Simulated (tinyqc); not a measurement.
AlGaN/GaN HEMT with access regions, lumped model: two steps of the calculation.

A polarisation-induced electron sheet under a Schottky gate, in series with two ungated access regions and contacts. Drift law v = mu E/(1 + mu E/vs) under the gate. Currents in mA/mm, resistances in ohm mm. No self-heating, no channel-length modulation; fits for polarisation, barrier and offset are chosen for the exercise.

Inputs (values chosen for the exercise); values close to those of AlGaN/GaN structures:

| symbol | value | unit | meaning |
|---|---|---|---|
| x | 0.17 |  | aluminium share of the barrier |
| d | 25 | nm | barrier thickness |
| eps_r | 9.4 |  | relative permittivity of barrier and channel |
| mu | 1300 | cm^2/(V s) | channel mobility |
| vs | 1e7 | cm/s | saturation velocity |
| Lg | 0.15 | um | gate length |
| Ls | 0.5 | um | source access length |
| Ld | 2 | um | drain access length |
| Rc | 0.33 | ohm mm | resistance of each contact |
| ft | 0 |  | share of the drain-access electrons removed by traps |
| Vg | 0 | V | gate voltage |
| Vd | 10 | V | drain voltage |
| Ec | 2.8 | MV/cm | critical field |
| te | 0.36 | um | depth over which the depleted charge spreads |
| tf | 300 | nm | insulator under the field plate |
| ei | 7 |  | relative permittivity of that insulator |

Constants: q = 1.602176634e-19 C, eps0 = 8.8541878128e-14 F/cm where lengths are in cm. Results are converted to the units shown.

Problem 1. Drain current. Access resistance R(L, n) = L/(q mu n sqrt(1 - (I/(q n vs))^2)); Rs = Rc + R(Ls, n0), Rd = Rc + R(Ld, (1 - ft) n0). Vg' = Vg - I Rs, Vd' = Vd - I (Rs + Rd); with u = Vg' - VT, Vc = vs Lg/mu and w the smaller of Vd' and Vc [sqrt(1 + 2 u/Vc) - 1] (0 if negative), the channel gives (mu Cb/Lg)(u w - w^2/2)/(1 + w/Vc). I(new) is that channel current.

I at the start = 590 mA/mm
VT = -3.4759056 V
Cb = 0.33291746 uF/cm^2
n0 = 7.2226097e12 cm^-2

Wanted: Rs; Rd; Vg'; Vd'; channel current; I after iteration 1.

Solution 1.

Rs = 0.7164 ohm mm
Rd = 1.875 ohm mm
Vg' = -0.4227 V
Vd' = 8.471 V
channel current = 772.8 mA/mm
I after iteration 1 = 772.8 mA/mm

Problem 2. On-resistance and breakdown. sigma = (5e13 x + 1.6e13 x^2) cm^-2, phiB = 0.84 + 1.3 x, dEc = 0.7 (1.71 x + x^2) in volts, Cb = eps0 eps_r/d, VT = phiB - dEc - q sigma/Cb, access density n0 = -Cb VT/q. Ron = 2 Rc + Ls/(q mu n0) + Ld/(q mu (1 - ft) n0) + Lg/(mu Cb (Vg - VT)). Off state: a depleted stretch that holds the voltage V has the peak field sqrt(k V), k = 2 q n0/(eps0 eps_r te), so one edge holds V1 = Ec^2/k. The sheet under the plate pinches off at Vf = q n0 (1/Cb + tf/(eps0 ei)); beyond it the gate edge is screened. BV = V1 if Vf >= V1, else Vf + V1, and at most Ec Ld. Specific resistance Ron (Ls + Lg + Ld); figure of merit BV^2 over it.

Give: Ron; Vf; V1; BV; specific resistance; figure of merit.

Solution 2.

Ron = 2.4216 ohm mm
Vf = 59.488 V
V1 = 101.50 V
BV = 160.99 V
specific resistance = 0.064171 mohm cm^2
figure of merit = 403.87 MW/cm^2

The plate raises BV by a factor of 1.59.

tinyqc, about 0.02 s, one thread, Intel Xeon 2.30GHz (shared host): `OMP_NUM_THREADS=1 python tinyqc.py 2570023 2570024 out.jsonl`
